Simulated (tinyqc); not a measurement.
# Rectangular fin or nanosheet with a gate all round, subbands and threshold shift from confinement: what changes with what

Undoped body with a flat potential across it, hard walls, transport along x. Three valley pairs (g = 2 each) with the longitudinal mass along x, y or z. Non-parabolicity enters the subband edges through E (1 + al E) = gamma, so E = 2 gamma/(1 + sqrt(1 + 4 al gamma)); motion within a subband is taken as parabolic with the band-edge mass. Energies are counted from the bulk band edge.

Inputs (values chosen for the exercise); masses close to those of silicon:

| symbol | value | unit | meaning |
|---|---|---|---|
| T | 200 | K | temperature |
| ml | 0.898 | m0 | longitudinal mass |
| mt | 0.19 | m0 | transverse mass |
| al | 0.5 | 1/eV | non-parabolicity |
| t | 5.8 | nm | width (along y) |
| dl | 0.3 | nm | widening of the box by penetration into the insulator |
| Cg | 2 | uF/cm^2 | gate capacitance per area of interface |
| H | 34.8 | nm | height (along z) |

Constants: q = 1.602176634e-19 C, kB = 1.380649e-23 J/K, hbar = 1.054571817e-34 J s, m0 = 9.1093837015e-31 kg, Vt = kB T/q, hbar^2/(2 m0) = 0.0380998212 eV nm^2. Results are converted to the units shown.

Each table varies one quantity; the others keep the values above.

## Confinement against the height

gamma = C pi^2 [a^2/(my (t + dl)^2) + b^2/(mz (H + dl)^2)], C = hbar^2/(2 m0). Each subband has N_k = g sqrt(2 mx m0 kB T/(pi hbar^2)); without degeneracy n = exp(EF/Vt) sum N_k exp(-E_k/Vt). Classical value Nc times t H, Nc = sum over valleys of 2 g (m m0 kB T/(2 pi hbar^2))^1.5 with m = (mx my mz)^(1/3). Threshold shift dVT = Vt ln(classical value/sum N_k exp(-E_k/Vt)). With degeneracy n = sum N_k F((EF - E_k)/Vt), F(x) = (1/sqrt(pi)) int_0^infinity u^(-1/2) du/(1 + exp(u - x)); gate: Vg = EF + q n/(Cg P), P = 2 (t + H), summed over the 60 lowest subbands at most, with Vg counted from the value that would put EF at the bulk band edge of an empty body. The last two columns are for Vg = 0.5 V; sensitivity d(dVT)/dH by central differences between 0.99 and 1.01 times the value.

Confinement against the height:
```
H (nm)  E_1 (meV)  gap to the next edge (meV)  dVT (mV)  sensitivity (mV/nm)  n/P (cm^-2)  share of the lowest subband (%)
3.5         79.06                       59.63     76.39               -11.73     4.641e12                            68.97
4.9         66.46                       14.69     61.51               -10.12     5.068e12                            39.42
7           47.27                       12.01     45.15               -5.330     5.318e12                            30.87
9.9         29.83                       25.83     35.66               -1.919     5.449e12                            27.94
14          20.72                       28.06     30.81              -0.7305     5.540e12                            22.46
20          15.93                       14.08     27.99              -0.3039     5.604e12                            16.94
28          13.63                       7.288     26.33              -0.1408     5.646e12                            12.61
40          12.40                       3.605     25.19             -0.06458     5.678e12                            9.050
```

As H grows from 3.5 to 40 nm, E_1 falls from 79.1 to 12.4 meV and dVT falls from 76.4 to 25.2 mV. E_1 goes as H^(-0.52) at the thin end; an error of 0.2 nm moves the threshold by 2.3 mV in the first row and 0.013 mV in the last. The charge per interface area rises from 4.64e12 to 5.68e12 cm^-2. In every row the charge in the last two columns would bend the potential across the body noticeably, which is left out.

## Charge and subband filling against gate voltage

Same model as above.

Each subband has N_k = g sqrt(2 mx m0 kB T/(pi hbar^2)). Cq = q dn/dEF.

Charge and subband filling against gate voltage:
```
Vg (V)  EF - E_1 (eV)  n (cm^-1)  n/P (cm^-2)  share of the lowest subband (%)  Cq/(Cg P)  total C/(Cg P)
-0.14         -0.1528       2000      2.463e8                            23.35   0.001145        0.001143
-0.02        -0.04362    1.099e6     1.354e11                            22.69     0.6137          0.3803
0.11        -0.002189    1.008e7     1.241e12                            18.31      4.834          0.8286
0.23          0.01338    2.066e7     2.545e12                            14.85      8.885          0.8988
0.36          0.02439    3.272e7     4.030e12                            12.25      12.89          0.9280
0.48          0.03212    4.410e7     5.431e12                            10.55      16.20          0.9419
0.61          0.03904    5.658e7     6.968e12                            9.199      19.37          0.9509
0.73          0.04459    6.818e7     8.397e12                            8.248      21.92          0.9564
0.86          0.04997    8.081e7     9.952e12                            7.438      24.32          0.9605
```

What does the comparison show?

EF passes E_1 = 0.0128 eV at Vg = 0.123 V. The share of the lowest subband falls from 23.3 to 7.44 % and the total capacitance rises from 0.00114 to 0.961 of Cg P. In the last row 4.1 % of an added gate voltage goes into raising EF (from the last two rows). For Vg = 0.11, 0.23, 0.36, 0.48, 0.61, 0.73, 0.86 the charge would bend the potential across the body noticeably, which is left out.

Computed by the program tinyqc: `OMP_NUM_THREADS=1 python tinyqc.py 2350010 2350011 out.jsonl`, one thread of a shared Intel Xeon 2.30GHz, about 0.2 s for the whole run.
